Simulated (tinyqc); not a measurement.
Two-band k.p model of the Delta valleys near the X point under shear strain: sweeps and comparisons. A value that a table varies takes the place of the one given here.

Valley pair on the [001] axis, kz counted from the X point, c = hbar^2/2m0, k0 = kx0 2 pi/a. H = (c kz^2/ml + c (kx^2 + ky^2)/mt + c k0^2/ml) 1 + (2 c k0 kz/ml) sigma_z + (D exy - 2 c kx ky/Mp) sigma_x, so E = c kz^2/ml + c (kx^2 + ky^2)/mt + c k0^2/ml -/+ sqrt((2 c k0 kz/ml)^2 + (D exy - 2 c kx ky/Mp)^2). Without strain the lower band has its minima, E = 0, at kz = +/- k0. Shifts from diagonal strain are left out.

For |eta| < 1: k_min = k0 sqrt(1 - eta^2), E_min = -Delta eta^2/2, ml(eta) = ml/(1 - eta^2), 1/m[110] = 1/mt + eta/Mp, 1/m[1-10] = 1/mt - eta/Mp. For |eta| > 1 the minimum sits at X: E_min = -Delta (2 |eta| - 1)/2, ml(eta) = ml/(1 - 1/|eta|), and eta is replaced by its sign in the transverse masses. Here Delta = 2 c k0^2/ml and eta = D exy/Delta.

s11 = (C11 + C12)/((C11 - C12)(C11 + 2 C12)), s12 = -C12/((C11 - C12)(C11 + 2 C12)), s44 = 1/C44; exx = s11 sxx + s12 (syy + szz) and cyclic, exy = s44 sxy/2; tension is positive. A uniaxial stress X along the unit vector n is s_ij = X n_i n_j.

Constants: hbar^2/2m0 = 3.80998211 eV angstrom^2; kB = 8.617333262e-05 eV/K.

Parameters, chosen for this exercise (near those of Si; shifted at random, so the results belong to these values and not to a real crystal): a = 5.419 angstrom (lattice constant); ml = 0.921 m0 (longitudinal mass); mt = 0.191 m0 (transverse mass); kx0 = 0.15 2 pi/a (distance of the minimum from X); D = 12.7 eV (shear deformation potential); Mp = 0.244 m0 (coupling mass); C11 = 165.5 GPa; C12 = 62.9 GPa; C44 = 78.2 GPa; Xu = 9.6 eV (uniaxial potential); T = 300 K (temperature); exy = 0.0023 (shear strain).

## Sweep of the shear strain

Delta = 2 c k0^2/ml, eta = D exy/Delta.

The minimum:
```
exy       eta  k_min/k0  E_min (meV)  ml(eta)  m[110]  m[1-10]  density-of-states mass
0.0000  0.000     1.000          0.0    0.921  0.1910   0.1910                   0.323
0.0020  0.101     0.995         -1.3    0.931  0.1769   0.2075                   0.324
0.0049  0.249     0.969         -7.7    0.982  0.1599   0.2372                   0.334
0.0099  0.502     0.865        -31.6    1.232  0.1371   0.3148                   0.376
0.0148  0.751     0.660        -70.6    2.113  0.1203   0.4635                   0.490
0.0177  0.898     0.440       -101.0    4.767  0.1121   0.6433                   0.701
0.0236  1.198     0.000       -174.6    5.581  0.1071   0.8793                   0.807
0.0315  1.599     0.000       -274.9    2.460  0.1071   0.8793                   0.614
```

The valleys reach X at eta = 1, that is exy = 0.0197. The shift is quadratic up to eta = 1 (-7.7 meV at eta = 0.25, -31.6 meV at 0.50) and linear beyond, while 1/m[110] rises linearly, taking m[110] from 0.191 to its floor 0.1071, a gain of 78 % in 1/m. ml(eta) diverges at eta = 1; the largest value listed is 5.58. A deformation-potential model with fixed masses misses all of this.

## Tension along [110]: repopulation and mass change

The z valleys move against the x and y valleys by Xu (ezz - exx) and, through the shear, by E_min. Share of the z valleys n = w/(w + 2 exp(dE/kT)), dE the total relative shift, w = sqrt(ml(eta) m[110] m[1-10]/(ml mt^2)). Along [110]: 1/m_c = n/m[110] + (1 - n)(1/ml + 1/mt)/2. Fixed masses means E_min = 0, w = 1, m[110] = mt. Gains are against 3/(1/ml + 2/mt) at a fixed scattering time.

Results:
```
X (GPa)  Xu (ezz - exx) (meV)  E_min (meV)  m[110]  m_c fixed masses  m_c with shear  gain fixed (%)  gain with shear (%)
0.00                      0.0          0.0  0.1910            0.2596          0.2596             0.0                  0.0
0.25                    -11.7         -0.2  0.1851            0.2455          0.2408             5.8                  7.8
0.50                    -23.4         -0.8  0.1796            0.2322          0.2216            11.8                 17.2
1.00                    -46.8         -3.3  0.1695            0.2117          0.1888            22.6                 37.5
1.50                    -70.2         -7.4  0.1604            0.2003          0.1676            29.6                 54.9
2.00                    -93.6        -13.2  0.1523            0.1949          0.1546            33.2                 67.9
3.00                   -140.4        -29.6  0.1383            0.1917          0.1385            35.4                 87.4
```

At 1 GPa repopulation alone gives 22.6 % and the shear terms raise it to 37.5 %. From 2 to 3 GPa the fixed-mass gain grows by 2.3 points, towards its ceiling of 35.9 % when all electrons sit in the z valleys, whereas the gain with shear grows by 19.6 points because m[110] keeps falling.

## What each parameter does

Delta = 2 c k0^2/ml, eta = D exy/Delta. Each row changes one parameter from the base and keeps the others.

Results:
```
case                    eta  E_min (meV)  ml(eta) (m0)  m[110] (m0)  m[1-10] (m0)
base                 0.1167        -1.70        0.9337       0.1750        0.2102
ml = 0.98547 m0      0.1249        -1.82        1.0011       0.1740        0.2117
mt = 0.17763 m0      0.1167        -1.70        0.9337       0.1637        0.1941
kx0 = 0.1395 2 pi/a  0.1349        -1.97        0.9381       0.1728        0.2136
D = 13.589 eV        0.1249        -1.95        0.9356       0.1740        0.2117
Mp = 0.26108 m0      0.1167        -1.70        0.9337       0.1760        0.2088
exy = 0.00214        0.1086        -1.48        0.9320       0.1760        0.2087
```

The largest shifts from the base row, up to three for each result and ties (the steps differ in size, so this ranks the rows, not the parameters). eta: kx0 +0.0182, D +0.0082, ml +0.0082; unchanged at the printed digits by mt and Mp. E_min (meV): kx0 -0.27, D -0.25, exy +0.23; unchanged at the printed digits by mt and Mp. ml(eta) (m0): ml +0.0674, kx0 +0.0044, D +0.0019; unchanged at the printed digits by mt and Mp. m[110] (m0): mt -0.0113, kx0 -0.0023, exy +0.0010, ml -0.0010, D -0.0010, Mp +0.0010. m[1-10] (m0): mt -0.0161, kx0 +0.0034, ml +0.0015, D +0.0015, exy -0.0015.

Program tinyqc; command `OMP_NUM_THREADS=1 python tinyqc.py 1081228 1081229 out.jsonl`; about 0.01 s on one thread of a shared Intel(R) Xeon(R) Processor @ 2.30GHz.
